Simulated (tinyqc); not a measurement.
Effective-mass impurity with a central-cell term, in a basis of Slater functions. Which input was changed? Computed by tinyqc, a small Python program. Command: `OMP_NUM_THREADS=1 python tinyqc.py 3021018 3021019 out.jsonl centralcell which`. One thread of a shared host (Intel(R) Xeon(R) Processor @ 2.30GHz), about 0.09 s of CPU time with the checks.

The envelope obeys H = -nabla^2 - (2/r) [Z + A exp(-kappa r)] in effective units, with kappa = a*/lambda; positive A deepens the well near the core.

Inputs (values chosen for the exercise, with mass and screening modelled on germanium):
```
quantity                   value      unit
effective mass m           0.225       m_0
dielectric constant eps     16.1         -
charge Z of the core           1         -
central-cell strength A      -12         -
central-cell range lambda    1.2  angstrom
```

Impurity: donor, one isotropic band.

Constants: Ry = 13.605693123 eV; a_0 = 0.529177210903 angstrom.

Method:
- Units: Ry* = Ry m/eps^2 and a* = a_0 eps/m, with m in m_0.
- kappa = a*/lambda; the hydrogenic ground state is bound by Z^2 Ry*.
- For s functions exp(-zeta r), with s = zeta_i + zeta_j: S = 2/s^3, T = zeta_i zeta_j S, V = -2 Z/s^2, W = -2 A/(s + kappa)^2; each function is normalised by dividing by sqrt(S_ii S_jj).
- Large basis: zeta_i = 0.06 x 1.6^(i-1), i = 1..22, same formulas; for p functions r exp(-zeta r): S = 24/s^5, T = zeta_i zeta_j S (centrifugal term included), V = -12 Z/s^4, W = -12 A/(s + kappa)^4; overlap eigenvalues below 1e-11 are dropped.
- Binding energies are -E Ry*; the effective quantum number is nu = Z/sqrt(-E); |psi(0)|^2 is given relative to the hydrogenic Z^3/(pi a*^3).

Task: One of these inputs alone was changed, within the range given: effective mass m (0.1125 to 0.45); dielectric constant eps (8.05 to 32.2); central-cell strength A (-24 to -6); central-cell range lambda (0.6 to 2.4). Which one, and to what value?

Results:
```
run     2p binding energy (meV)  1s binding energy (meV)  relative |psi(0)|^2
before                 2.952396                 11.13999            0.2140163
after                  3.795283                 14.14528            0.1763740
```

Result:

Each candidate set to reproduce 2p binding energy, and what it then gives:
```
candidate                             range searched  value needed  1s binding energy (meV)  relative |psi(0)|^2
effective mass m (m_0)                0.1125 to 0.45        0.2892                   13.943              0.14232
dielectric constant eps                 8.05 to 32.2         14.20                   14.145              0.17637
central-cell strength A                    -24 to -6  out of reach                        -                    -
central-cell range lambda (angstrom)      0.6 to 2.4  out of reach                        -                    -
```

Only dielectric constant eps fits every result: it went from 16.1 to 14.2. The next best candidate, effective mass m, misses one result by 19 %.
